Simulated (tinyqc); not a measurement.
# Pelgrom slope, floor and doping from two device sizes

Problem. s^2 = A^2/(L W) + s0^2, with s0 independent of size and A = (q/Cox) sqrt(Na Wd/3) from random dopants alone, Cox = 3.9 eps0/ti. Find A, s0 and Na.

Inputs (values chosen for the exercise):
- ti = 1.6 nm (oxide-equivalent thickness in inversion)

Constants: q = 1.602176634e-19 C, eps0 = 8.8541878128e-14 F/cm where lengths are in cm. Results are converted to the units shown.

s for gate areas 0.0017 and 0.027 um^2 (mV): [26.7577222, 7.04380654]
Wd = 14.6243328 nm

Answer. s^2 is linear in 1/area: slope A^2, intercept s0^2.

A = 1.100 mV um
s0 = 2.200 mV
Na = 4.500e18 cm^-3

tinyqc, about 0.01 s, one thread, Intel Xeon 2.30GHz (shared host): `OMP_NUM_THREADS=1 python tinyqc.py 2090137 2090138 out.jsonl`
